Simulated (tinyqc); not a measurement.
Worked calculation: implant damage, amorphisation by cascade overlap, and solid-phase epitaxial regrowth. Computed by tinyqc, a small Python program that keeps every step. Command: `OMP_NUM_THREADS=1 python tinyqc.py 3112983 3112984 out.jsonl sper walk`. One thread of a shared host (Intel(R) Xeon(R) Processor @ 2.30GHz), about 0.01 s of CPU time with the checks. Intermediate numbers are printed to about 6 digits and carried at full precision; extremes and crossings named in words are read from the listed rows.

Range and width of the damage are inputs. Dynamic annealing enters only through the surviving share f.

Inputs (values chosen for the exercise, modelled on fluorine ions in germanium):
```
quantity                            value    unit
atomic density N                     44.2  1/nm^3
ion Z1                                  9       -
ion mass M1                            19       u
target Z2                              32       -
target mass M2                      72.63       u
ion energy E                           10     keV
displacement energy E_d                16      eV
depth of the damage peak R_d           10      nm
width of the damage profile s_d       6.1      nm
share of defects that survive f      0.54       -
critical displaced share x_c         0.13       -
dose Q                            1.1e+15  1/cm^2
overlaps needed n                       1       -
area amorphised by one track A_i      1.5    nm^2
regrowth prefactor v0             2.7e+16    nm/s
regrowth energy E_a                  2.15      eV
anneal temperature                    381       C
rate relative to (100)                  1       -
peak enhancement by the dopant          8       -
ramp rate                              13     K/s
```

Constants: a_0 = 0.529177210903 angstrom; e^2/(4 pi eps_0) = 14.39964548 eV angstrom; k_B = 8.617333262e-05 eV/K.

## Damage energy and displacements per ion

Robinson partition: eps = E a M2/(Z1 Z2 (e^2/(4 pi eps_0)) (M1 + M2)), a = 0.8853 a_0/sqrt(Z1^(2/3) + Z2^(2/3)); k = 0.0793 Z1^(2/3) Z2^(1/2) (M1 + M2)^(3/2)/((Z1^(2/3) + Z2^(2/3))^(3/4) M1^(3/2) M2^(1/2)); damage energy T_d = E/(1 + k (eps + 0.40244 eps^(3/4) + 3.4008 eps^(1/6))); displacements nu = 0.8 T_d/(2 E_d).

reduced energy eps = 0.235913

k = 0.326188

damage energy T_d = 5.01663 keV

T_d/E = 0.501663

displacements per ion nu = 125.416

50 % of the energy goes to electrons.

## The amorphous layer

Displaced share x(z) = f nu Q exp(-(z - R_d)^2/(2 s_d^2))/(sqrt(2 pi) s_d N); the layer is amorphous where x > x_c, between R_d -/+ s_d sqrt(2 ln(x_max/x_c)), the upper edge being cut at the surface. Threshold dose Q_c = Q x_c/x_max.

peak displaced share x_max = 1.10229

threshold dose Q_c = 1.29730e+14 1/cm^2

upper edge = 0 nm

lower edge = 22.6127 nm

The layer reaches the surface. Caution: x above 1 counts atoms displaced more than once.

## Damage left below the interface

Displaced atoms per area beyond the lower edge z2: f nu Q (1/2) erfc((z2 - R_d)/(sqrt2 s_d)); they are not removed by regrowth.

share of the damage beyond z2 = 0.0193359

displaced atoms beyond z2 = 1.44047e+15 1/cm^2

## Layer against dose

The formulas are those given above.

Dose series; the last column is f nu Q erfc((z2 - R_d)/(sqrt2 s_d))/2:
```
Q (1/cm^2)    x_max  upper edge (nm)  lower edge (nm)  displaced atoms beyond z2 (1/cm^2)
1.43e+14    0.14330          7.30781          12.6922                         3.19091e+15
1.95e+14    0.19541          4.49277          15.5072                         2.42084e+15
3.24e+14    0.32468          1.74676          18.2532                         1.93161e+15
5.19e+14    0.52008          0.00000          20.1577                         1.68491e+15
9.08e+14    0.90989          0.00000          22.0335                         1.49211e+15
1.56e+15    1.56325          0.00000          23.6045                         1.35927e+15
3.24e+15    3.24675          0.00000          25.4750                         1.22710e+15
6.49e+15    6.50352          0.00000          27.0638                         1.13234e+15
```

A dose 45 times larger moves the lower edge from 12.7 to 27.1 nm, as the root of a logarithm, and the damage beyond it falls by a factor 2.8, since the edge lies on an ever steeper tail. The layer reaches the surface at Q_c exp(R_d^2/(2 s_d^2)) = 4.97e14 per cm^2.

## Overlap model

Gibbons model: a point turns amorphous after n + 1 hits; with y = A_i Q the amorphous share is 1 - exp(-y) sum_(k=0..n) y^k/k!. Doses are set by y.

Amorphous share:
```
y     Q (1/cm^2)  direct impact (n = 0)   given n
0.1  6.66667e+12               0.095163  0.004679
0.3  2.00000e+13               0.259182  0.036936
0.6  4.00000e+13               0.451188  0.121901
1.0  6.66667e+13               0.632121  0.264241
2.0  1.33333e+14               0.864665  0.593994
3.0  2.00000e+14               0.950213  0.800852
5.0  3.33333e+14               0.993262  0.959572
8.0  5.33333e+14               0.999665  0.996981
```

At small y the share grows as y^2; between the first rows the exponent is 1.88.

## Isothermal regrowth

v = v0 x orientation factor x exp(-E_a/(k_B T)) x [1 + (enhancement - 1) exp(-(z - R_d)^2/(2 s_d^2))], T = anneal temperature + 273.15 K; the dopant is taken to follow the damage profile; the lower front moves from the lower edge z2 to the surface, or to the middle (z1 + z2)/2 of a buried layer with upper edge z1; time = int dz/v; the equivalent undoped distance is that time times the undoped velocity.

undoped velocity = 0.736351 nm/s

distance to regrow = 22.6127 nm

time without enhancement = 30.7092 s

equivalent undoped distance = 4.96937 nm

time with enhancement = 6.74864 s

The rate doubles for each 12 K or so near this temperature.

## Regrowth during a ramp

On a linear ramp from 200 C regrowth ends at the T_f where int v_undoped dT/(ramp rate) equals the equivalent undoped distance.

temperature at which regrowth ends = 409.617 C

Checks made by the program: tail against quadrature of x(z) N (relative difference below 1e-10).
